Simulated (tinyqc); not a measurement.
Which input was changed? Model: hydrogenic impurity: series, fields, screening, photoionisation and donor-acceptor pairs. Computed by tinyqc, a small Python program. Command: `OMP_NUM_THREADS=1 python tinyqc.py 3024213 3024214 out.jsonl hydrogenic which`. One thread of a shared host (Intel(R) Xeon(R) Processor @ 2.30GHz), about 0.05 s of CPU time with the checks.

One isotropic, parabolic band. Effective units: Ry* and a*, in which H = -nabla^2 - 2/r.

Inputs (values chosen for the exercise, modelled on CdS):

| quantity | value | unit |
|---|---|---|
| electron mass m | 0.2 | m_0 |
| dielectric constant eps | 8.6 | - |
| donor density N | 6.5e+17 | cm^-3 |
| gap E_g | 2.53 | eV |
| acceptor depth E_A | 169 | meV |
| pair distance r | 86.1 | angstrom |
| rate prefactor W_0 | 2e+06 | 1/s |

Parts treated: screening and pairs.

Constants: Ry = 13.605693123 eV; a_0 = 0.529177210903 angstrom; h x 1 THz = 4.135667696 meV; e^2/(4 pi eps_0) = 14.39964548 eV angstrom.

Method:
- Ry* = Ry m/eps^2, a* = a_0 eps/m; level n is bound by Ry*/n^2; <r> = (3/2) a* in 1s; lines 1s -> np at Ry* (1 - 1/n^2); 1 THz = 4.135667696 meV.
- Wigner-Seitz radius r_s = (3/(4 pi N))^(1/3); Mott criterion N_c^(1/3) a* = 0.26; overlap of two 1s orbitals at distance d: S = exp(-x)(1 + x + x^2/3), x = d/a*, with d = N^(-1/3).
- No-phonon line h nu(r) = E_g - Ry* - E_A + e^2/(4 pi eps_0 eps r); rate W(r) = W_0 exp(-2 r/a*), the donor being the shallower centre; lifetime 1/W; zero field.

Problem. One of these inputs alone was changed, within the range given: dielectric constant eps (4.3 to 17.2); donor density N (3.25e+17 to 1.3e+18); pair distance r (43.05 to 172.2); acceptor depth E_A (84.5 to 338). Which one, and to what value?

Results:

| run | overlap S | Ry* (meV) | photon energy (eV) |
|---|---|---|---|
| before | 0.0917499 | 36.79203 | 2.343655 |
| after | 0.1279468 | 36.79203 | 2.343655 |

Solution.

Each candidate set to reproduce overlap S, and what it then gives:

| candidate | range searched | value needed | Ry* (meV) | photon energy (eV) |
|---|---|---|---|---|
| dielectric constant eps | 4.3 to 17.2 | 9.503 | 30.132 | 2.3485 |
| donor density N (cm^-3) | 3.25e+17 to 1.3e+18 | 8.770e17 | 36.792 | 2.3437 |
| pair distance r (angstrom) | 43.05 to 172.2 | no effect | - | - |
| acceptor depth E_A (meV) | 84.5 to 338 | no effect | - | - |

Only donor density N fits every result: it went from 6.5e+17 to 8.77e17 cm^-3. The next best candidate, dielectric constant eps, misses one result by 18 %.
